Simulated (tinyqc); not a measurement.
From results back to parameters: conduction-band anticrossing with a localised impurity level. Two cases, with inputs chosen for the exercise.

Problem. A host edge EM and a flat level EI are coupled by V = C sqrt(x), H = [[EM, V], [V, EI]]. EM and both levels are given.

Find: EI; V; C; host weight of E-.

Method. The trace gives EI = E+ + E- - EM; V^2 = (EM - E-)(E+ - EM); the host weight of E- is (EI - E-)/(E+ - E-).

Case 1.

Values chosen (out of a larger set: host near InP; not measured data): x = 0.0026 (impurity fraction).
EM = 1.434294 eV

E-, E+ (eV): 1.375735  1.802559

Solution.

EI = 1.744 eV
V = 0.1469 eV
C = 2.88 eV
host weight of E- = 0.863

Case 2.

Values chosen (out of a larger set: host near GaAs; not measured data): x = 0.037 (impurity fraction).
EM = 1.477910 eV

E-, E+ (eV): 1.180383  2.000527

Solution.

EI = 1.703 eV
V = 0.3943 eV
C = 2.05 eV
host weight of E- = 0.637

Computed by tinyqc, one run a case: `OMP_NUM_THREADS=1 python tinyqc.py N N+1 out.jsonl` with N = 1051420, 1051424; one thread of a shared Intel(R) Xeon(R) Processor @ 2.30GHz, about 0.01 s a run at most.
